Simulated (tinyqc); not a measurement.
# Worked calculation: p-n heterojunction, non-linear Poisson equation by Newton steps, Fermi-Dirac statistics

Numbers from tinyqc (`OMP_NUM_THREADS=1 python tinyqc.py 2040019 2040020 out.jsonl`; about 0.2 s on one thread of a shared Intel Xeon 2.30GHz). Printed values are rounded.

One dimension, material 1 (p-type) at x < 0 and material 2 (n-type) at x > 0. Band edges: Ec = -psi in material 1 and -psi + dEc in material 2, Ev = Ec - Eg. Flat quasi-Fermi levels: 0 for holes, +V for electrons. n = Nc F((EFn - Ec)/Vt), p = Nv F((Ev - EFp)/Vt), with F(eta) = F_1/2(eta) = (2/sqrt(pi)) int_0^infinity sqrt(u) du/(1 + exp(u - eta)) (Fermi-Dirac statistics); full ionisation, no interface charge, classical densities; the doping types are chosen for the exercise.

Values chosen for this exercise; band and dielectric values close to those of CdS and CdTe: temperature T = 300 K; band gap of material 1 Eg1 = 2.36 eV; relative permittivity of material 1 er1 = 8.93; conduction-band density of states of material 1 Nc1 = 2.21e18 cm^-3; valence-band density of states of material 1 Nv1 = 1.79e19 cm^-3; band gap of material 2 Eg2 = 1.49 eV; relative permittivity of material 2 er2 = 10.1; conduction-band density of states of material 2 Nc2 = 8.07e17 cm^-3; valence-band density of states of material 2 Nv2 = 1.84e19 cm^-3; conduction-band offset Ec2 - Ec1 dEc = 0.11 eV; acceptor density of material 1 N1 = 2.3e16 cm^-3; donor density of material 2 N2 = 3.3e17 cm^-3; bias of side 1 against side 2 V = 0 V.

Constants: q = 1.602176634e-19 C, kB = 1.380649e-23 J/K, Vt = kB T/q, eps0 = 8.8541878128e-14 F/cm where lengths are in cm. Results are converted to the units shown.

## Offsets and end potentials

dEv = Ev1 - Ev2 = Eg2 - Eg1 - dEc. Neutrality of the majority carriers far from the junction: Nv1 F((-psi_L - Eg1)/Vt) = N1 and Nc2 F((V + psi_R - dEc)/Vt) = N2. Total bending psi_R - psi_L.

dEv = -0.98 eV
psi_L = -2.18791 V
psi_R = 0.0905988 V
psi_R - psi_L = 2.27851 V

The alignment is staggered (type II): dEc and dEv have opposite signs.

## Permittivity of the intervals

x, node 0 to 10 (nm): -617  -300  -143  -63.9  -24.5  -4.9  4.9  17.5  33.8  54.7  81.7

er1 or er2; the interface lies midway in its interval, which gets the series value 2 er1 er2/(er1 + er2).

eps_r, interval 0 to 9: 8.93  8.93  8.93  8.93  8.93  9.47903  10.1  10.1  10.1  10.1

## Couplings between neighbouring nodes

a_i = eps0 eps_r/h_i for the interval from node i to i + 1, with h_i = x_(i+1) - x_i in cm.

coupling a_i, interval 0 to 9 (F/cm^2): 2.49426e-8  5.03617e-8  9.99594e-8  2.00680e-7  4.03408e-7  8.56420e-7  7.09740e-7  5.48634e-7  4.27882e-7  3.31212e-7

## Starting potential

material, node 0 to 10: 1  1  1  1  1  1  2  2  2  2  2

psi_L + (psi_R - psi_L)(1 + tanh(x/s))/2 on the inner nodes with s = 58 nm, psi_L and psi_R on the ends.

psi at the start, node 0 to 10 (V): -2.18791  -2.18784  -2.17158  -1.96134  -1.50318  -1.14468  -0.95264  -0.71498  -0.45093  -0.20943  0.09060

## Iteration 1: densities, residual and Jacobian diagonal

n_i = Nc F(a_n), a_n = (V - Ec_i)/Vt; p_i = Nv F(a_p), a_p = (Ec_i - Eg)/Vt; rho_i = p_i - n_i + C_i with C = -N1 or +N2; g_i = (Nc F'(a_n) + Nv F'(a_p))/Vt with F' = F_-1/2(eta) = (1/sqrt(pi)) int_0^infinity u^(-1/2) du/(1 + exp(u - eta)). Box widths w_i = (h_(i-1) + h_i)/2 in cm. Residual F_i = a_i (psi_(i+1) - psi_i) - a_(i-1) (psi_i - psi_(i-1)) + q rho_i w_i; Jacobian: a_(i-1) and a_i beside the diagonal, b_i = -a_(i-1) - a_i - q g_i w_i on it. The two end nodes are fixed.

```
node    n (cm^-3)   p (cm^-3)
0     3.88209e-19      2.3e16
1     3.89310e-19  2.29349e16
2     7.30146e-19  1.22314e16
3     2.48548e-15  3.59402e12
4      1.23631e-7     72254.2
5        0.130219   0.0685988
6         1.13590  1.21746e12
7         11163.6   1.23877e8
8       3.04594e8     4540.16
9      3.47282e12    0.398208
10         3.3e17  3.62949e-6
```

```
node  residual F (C/cm^2)  diagonal b (F/cm^2)
1             5.69860e-10          -3.44248e-6
2            -1.69987e-10          -1.04497e-6
3              4.90967e-8          -3.00771e-7
4              4.18080e-8          -6.04088e-7
5              1.44266e-8          -1.25983e-6
6              6.34261e-8          -1.56617e-6
7              5.25941e-8          -1.25837e-6
8              5.68044e-8          -9.76516e-7
9              1.22668e-7          -7.59146e-7
```

## Iteration 1: Newton step

Solve the tridiagonal system a_(i-1) d_(i-1) + b_i d_i + a_i d_(i+1) = -F_i for nodes 1 to 9, with d = 0 on fixed nodes. Half of the step is added while the largest |d| exceeds 1.5 Vt, the full step after that.

Newton step d, before damping, node 1 to 9 (V): 0.00186  0.11560  1.20924  1.51013  1.55618  1.56102  1.47752  1.27364  0.87945
psi after iteration 1, node 0 to 10 (V): -2.18791  -2.18691  -2.11378  -1.35671  -0.74811  -0.36659  -0.17213  0.02378  0.18589  0.23030  0.09060

## Iteration 2: densities, residual and Jacobian diagonal

As before.

```
node    n (cm^-3)    p (cm^-3)
0     3.88209e-19       2.3e16
1     4.03545e-19   2.21263e16
2     6.82981e-18   1.30789e15
3      3.56949e-5      250.255
4       5.97997e5   1.49380e-8
5      1.53463e12  5.82084e-15
6      1.47012e13    0.0940672
7      2.83816e16   4.81237e-5
8      3.52572e18   9.09928e-8
9      6.45856e18   1.63314e-8
10         3.3e17   3.62949e-6
```

```
node  residual F (C/cm^2)  diagonal b (F/cm^2)
1             3.40342e-10          -3.32381e-6
2              3.09655e-8          -2.46006e-7
3              2.46247e-8          -3.00639e-7
4              2.09040e-8          -6.04088e-7
5              7.21291e-9          -1.25984e-6
6              3.17168e-8          -1.56626e-6
7              1.97263e-8          -1.50942e-6
8             -1.02228e-6          -1.80022e-5
9             -2.41693e-6          -2.92403e-5
```

## Iteration 2: Newton step

As before.

Newton step d, before damping, node 1 to 9 (V): 0.004422  0.285121  0.389690  0.319070  0.232121  0.182746  0.078505  -0.056378  -0.083483
psi after iteration 2, node 0 to 10 (V): -2.18791  -2.18470  -1.97122  -1.16187  -0.58857  -0.25053  -0.08075  0.06303  0.15770  0.18856  0.09060

## Course of the Newton iteration

Stop when the largest undamped |d| is below 1e-9 V, or after 80 iterations.

Course of the iteration:
```
iteration  largest |F| (C/cm^2)  largest |d| (V)  at node
1                       1.23e-7             1.56        6
2                       2.42e-6            0.390        3
3                       1.33e-6            0.378        2
4                       7.40e-7            0.186        2
5                       4.15e-7           0.0907        2
6                       2.33e-7           0.0443        2
7                       1.29e-7           0.0217        2
8                       2.22e-8          4.14e-3        9
9                       1.15e-9          2.37e-4        9
10                     3.55e-12          7.24e-7        9
11                     3.31e-17         6.70e-12        9
```

Converged in 11 iterations. Once the step is below 0.1 Vt, 2 more iteration(s) reach the threshold: near the solution the error is roughly squared each time.

## Band edges, densities and displacement

converged psi, node 0 to 10 (V): -2.18791  -2.17755  -1.60009  -0.87396  -0.40347  -0.14247  -0.01075  0.06666  0.08741  0.09033  0.09060

Ec, Ev, n and p as defined; D = a_k (psi_(k+1) - psi_k) on the interval that holds the interface.

```
node  Ec (eV)   Ev (eV)    n (cm^-3)    p (cm^-3)
0     2.18791  -0.17209  3.88209e-19       2.3e16
1     2.17755  -0.18245  5.79537e-19   1.54091e16
2     1.60009  -0.75991   2.91143e-9    3.06820e6
3     0.87396  -1.48604      4598.23   1.94267e-6
4     0.40347  -1.95653   3.68497e11  2.42413e-14
5     0.14247  -2.21753   8.92027e15  9.99983e-19
6     0.12075  -1.36925   7.53179e15   1.83004e-4
7     0.04334  -1.44666   1.41855e17   9.16271e-6
8     0.02259  -1.46741   2.95996e17   4.10653e-6
9     0.01967  -1.47033   3.26978e17   3.66784e-6
10    0.01940  -1.47060       3.3e17   3.62949e-6
```

D = 112.806 nC/cm^2

## Check against the first integral

Exact first integral: on each side D^2/(2 eps0 er) = G, G = q [Vt (nI_j - nI_b) + Vt (pI_j - pI_b) - C (psi_j - psi_b)], with C = -N1 or +N2, b the neutral end of that side, and nI, pI the densities with F_1/2 replaced by F_3/2(eta) = (4/(3 sqrt(pi))) int_0^infinity u^(3/2) du/(1 + exp(u - eta)). D is continuous, so er1 G1(psi_j) = er2 G2(psi_j) fixes psi_j. Ends from Nv1 F((-psi_L - Eg1)/Vt) = N1 and Nc2 F((V + psi_R - dEc)/Vt) = N2. D is counted positive when psi rises towards material 2.

psi_j = -0.0742790 V
D = 113.913 nC/cm^2
psi_j - psi_L = 2.11363 V
psi_R - psi_j = 0.164878 V
Ec1 - EFn at the interface = 0.0742790 eV
Ec2 - EFn at the interface = 0.184279 eV

Material 1 takes 92.8 % of the bending. The 11-node mesh gave D = 112.8 nC/cm^2, 0.97 % below the exact value in size.
